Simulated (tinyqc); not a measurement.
Comparisons within one model: buckled dimers of a reconstructed (001) surface, two dangling bonds a dimer. A value that a table varies takes the place of the one given here.

In a dimer one atom moves up by z and the other down by z; the dangling bond of the up atom (more s-like) falls by gm z and that of the down atom rises by gm z. With all dimers tilted alike: H(k) = [[-gm z - 2 ta cos k, -tp - 2 tx cos k], [., gm z - 2 ta cos k]], k along the row in 1/a. Two electrons a dimer fill the lowest N of the 2N levels on the mesh k_j = (j + 1/2) pi/N. Total energy a dimer: W(z) = (2/N) sum of the filled levels + kf z^2. Repulsion between electrons is left out.

Parameters, chosen for this exercise (of the size met on Si(001); shifted at random, so the results belong to these values and not to a real crystal):

| symbol | value | unit | meaning |
|---|---|---|---|
| tp | 0.29 | eV | pi coupling inside a dimer |
| ta | 0.08 | eV | coupling between like atoms along the row |
| tx | 0.04 | eV | diagonal coupling along the row |
| gm | 2.1 | eV/angstrom | shift of a dangling bond with height |
| kf | 9.3 | eV/angstrom^2 | force constant of buckling |
| N | 12 |  | k points |

## Energy against buckling

W relative to z = 0; gap as lowest upper less highest lower level on 201 points from 0 to pi.

Per dimer (eV):

| z (angstrom) | band energy | elastic | W | gap |
|---|---|---|---|---|
| 0.00 | 0.0000 | 0.0000 | 0.0000 | 0.2600 |
| 0.05 | -0.0381 | 0.0232 | -0.0149 | 0.2994 |
| 0.10 | -0.1392 | 0.0930 | -0.0462 | 0.4024 |
| 0.15 | -0.2804 | 0.2092 | -0.0712 | 0.5445 |
| 0.20 | -0.4450 | 0.3720 | -0.0730 | 0.7093 |
| 0.30 | -0.8109 | 0.8370 | 0.0261 | 1.0747 |
| 0.40 | -1.2005 | 1.4880 | 0.2875 | 1.4637 |
| 0.50 | -1.6014 | 2.3250 | 0.7236 | 1.8641 |
| 0.60 | -2.0082 | 3.3480 | 1.3398 | 2.2706 |

W is lowest at z = 0.2 among these rows (-0.0730 eV). The band energy falls as z^2 at first and linearly, as -2 gm z, once gm z is far above tp, so the elastic term always wins at large z. The gap is open at all z.

## Strong pi bonds keep dimers flat

tp is varied; z minimises W on 0 to 1 angstrom; gap on 201 points; charge moved: the mean of gm z/sqrt((gm z)^2 + h^2) over the mesh, h the off-diagonal element.

Against tp:

| tp (eV) | z (angstrom) | gain (eV) | gap (eV) | charge moved (e) |
|---|---|---|---|---|
| 0.10 | 0.2193 | 0.2573 | 0.6354 | 0.971 |
| 0.20 | 0.2039 | 0.1641 | 0.6363 | 0.903 |
| 0.30 | 0.1752 | 0.0681 | 0.6378 | 0.776 |
| 0.45 | 0.0791 | 0.0020 | 0.6410 | 0.350 |
| 0.60 | 0.0000 | 0.0000 | 0.8800 | 0.000 |
| 0.80 | 0.0000 | 0.0000 | 1.2800 | 0.000 |
| 1.00 | 0.0000 | 0.0000 | 1.6800 | 0.000 |
| 1.30 | 0.0000 | 0.0000 | 2.2800 | 0.000 |
| 1.60 | 0.0000 | 0.0000 | 2.8800 | 0.000 |

Dimers buckle for tp up to 0.45 eV among these rows; for an isolated dimer the limit is gm^2/kf = 0.474 eV. While buckled, the splitting, on average over k, stays near 2 gm^2/kf = 0.948 eV whatever tp is, and beyond the limit it follows 2 tp; the gap is smaller by the width of the bands, about 4 ta = 0.32 eV.

## Tilting alike or in alternation

Alternation doubles the cell: sites L1, R1, L2, R2 with levels -gm z, +gm z, +gm z, -gm z, -tp inside a dimer, -2 ta cos k between L1-L2 and R1-R2, -2 tx cos k between L1-R2 and R1-L2, on k_j = (j + 1/2) pi/(2N); the lowest half of the levels is filled. Energies a dimer; gaps on these meshes.

Two patterns:

| z (angstrom) | W alike (eV) | W alternating (eV) | difference (meV) | gap alike (eV) | gap alternating (eV) |
|---|---|---|---|---|---|
| 0.05 | -0.5949 | -0.5994 | -4.5 | 0.3021 | 0.3347 |
| 0.10 | -0.6262 | -0.6365 | -10.2 | 0.4051 | 0.4943 |
| 0.15 | -0.6512 | -0.6638 | -12.6 | 0.5471 | 0.6789 |
| 0.20 | -0.6530 | -0.6659 | -12.9 | 0.7119 | 0.8687 |
| 0.30 | -0.5539 | -0.5653 | -11.4 | 1.0773 | 1.2541 |
| 0.40 | -0.2925 | -0.3021 | -9.6 | 1.4664 | 1.6432 |
| 0.50 | 0.1436 | 0.1355 | -8.2 | 1.8667 | 2.0406 |

The lowest W listed is -0.6530 eV for like tilts and -0.6659 eV for alternation; the difference at equal z runs from -12.9 to -4.5 meV. With alternation ta joins filled up atoms to empty down atoms and gains energy in second order, about 2 ta^2/(gm z) a dimer at large z, while tx does so for like tilts; here ta = 0.08 and tx = 0.04 eV. At z = 0.3 the gap is 1.077 eV alike and 1.254 eV alternating.

## What each parameter does

z minimises W on 0 to 1 angstrom; gain over flat dimers; gap on 201 points from 0 to pi. Each row changes one parameter from the base and keeps the others.

Results:

| case | z (angstrom) | gain (eV) | gap (eV) |
|---|---|---|---|
| base | 0.1789 | 0.0758 | 0.6376 |
| tp = 0.246 eV | 0.1927 | 0.1148 | 0.6369 |
| ta = 0.11 eV | 0.1789 | 0.0758 | 0.5176 |
| tx = 0.07 eV | 0.1791 | 0.0847 | 0.6561 |
| gm = 2.268 eV/angstrom | 0.2074 | 0.1294 | 0.7935 |
| kf = 8.37 eV/angstrom^2 | 0.2093 | 0.1107 | 0.7416 |

The largest shifts from the base row, up to three for each result and ties (the steps differ in size, so this ranks the rows, not the parameters). z (angstrom): kf +0.0304, gm +0.0285, tp +0.0138; unchanged at the printed digits by ta. gain (eV): gm +0.0536, tp +0.0390, kf +0.0350; unchanged at the printed digits by ta. gap (eV): gm +0.1560, ta -0.1200, kf +0.1041.

Run: tinyqc, `OMP_NUM_THREADS=1 python tinyqc.py 1482170 1482171 out.jsonl`; Intel(R) Xeon(R) Processor @ 2.30GHz, one thread, shared host; about 0.02 s of CPU time with all checks.
